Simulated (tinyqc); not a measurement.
# Changing the temperature T

Model: one anharmonic mode: perturbation theory, self-consistent phonons and exact levels. Computed by tinyqc, a small Python program. Command: `OMP_NUM_THREADS=1 python tinyqc.py 3005504 3005505 out.jsonl scp sweep`. One thread of a shared host (Intel(R) Xeon(R) Processor @ 2.30GHz), about 0.06 s of CPU time with the checks.

V(x) = k x^2/2 + b x^4 for one coordinate x of mass M. A constant K > 0 gives hbar Omega = sqrt((hbar^2/u) K/M) with K in eV/angstrom^2 and M in u.

Inputs (values chosen for the exercise, for a model mode):

| quantity | value | unit |
|---|---|---|
| mode mass M | 48.5 | u |
| harmonic constant k | 0.761 | eV/angstrom^2 |
| quartic constant b | 11.7 | eV/angstrom^4 |
| mixing | 0.4 | - |

Shape: single well.

Constants: hbar^2/u = 4.18015928e-03 eV angstrom^2; k_B = 8.617333262e-05 eV/K.

Method:
- Self-consistent phonon, centred at x = 0: K = k + 12 b <x^2>, <x^2> = (hbar Omega/(2K)) coth(hbar Omega/(2 k_B T)).
- Start at K = |k|; K(new) = K + mixing x (K_out - K), but at least K/20; stop when |K_out - K| < 1e-9 |k| or after 90 steps.
- Its free energy is F = k_B T ln[2 sinh(hbar Omega/(2 k_B T))] + (k - K)<x^2>/2 + 3 b <x^2>^2, an upper bound to the exact one.
- Basis: oscillator states n of the constant |k|, with x = s (a + a+), s^2 = hbar Omega/(2|k|); H = hbar Omega (n + 1/2) + (k - |k|) x^2/2 + b x^4, with exact matrix elements of x^2 and x^4.
- Exact values use 120 basis states: F = -k_B T ln sum exp(-E_n/(k_B T)), and <x^2> is the Boltzmann mean.

One run for each value:

| temperature T (K) | self-consistent quantum (meV) | self-consistent <x^2> (angstrom^2) | exact <x^2> (angstrom^2) | self-consistent free energy (meV) | exact free energy (meV) |
|---|---|---|---|---|---|
| 3.9 | 10.694 | 0.0040299 | 0.0040767 | 4.7768 | 4.7604 |
| 5.8 | 10.694 | 0.0040299 | 0.0040767 | 4.7768 | 4.7604 |
| 8.6 | 10.694 | 0.0040299 | 0.0040767 | 4.7768 | 4.7604 |
| 13.0 | 10.694 | 0.0040304 | 0.0040773 | 4.7767 | 4.7603 |
| 19.0 | 10.699 | 0.0040395 | 0.0040878 | 4.7744 | 4.7578 |
| 28.0 | 10.738 | 0.0041081 | 0.0041649 | 4.7482 | 4.7299 |
| 42.0 | 10.885 | 0.0043708 | 0.0044581 | 4.5885 | 4.5628 |
| 63.0 | 11.209 | 0.0049620 | 0.0051211 | 4.0036 | 3.9567 |
| 93.0 | 11.707 | 0.0059057 | 0.0061871 | 2.5133 | 2.4213 |

Describe and explain the trends.

Over the rows, self-consistent quantum (meV) rises from 10.7 to 11.7; self-consistent <x^2> (angstrom^2) rises from 0.00403 to 0.00591; exact <x^2> (angstrom^2) rises from 0.00408 to 0.00619. At the low end the exponent of self-consistent quantum is 0.00, close to 0: zero-point motion sets the spread, or the mode is nearly harmonic. Heating widens the self-consistent distribution, and the quartic term then stiffens the mode: the way a soft mode is stabilised at high temperature.

Extremes, crossings and ranges named in words are read from the listed rows.
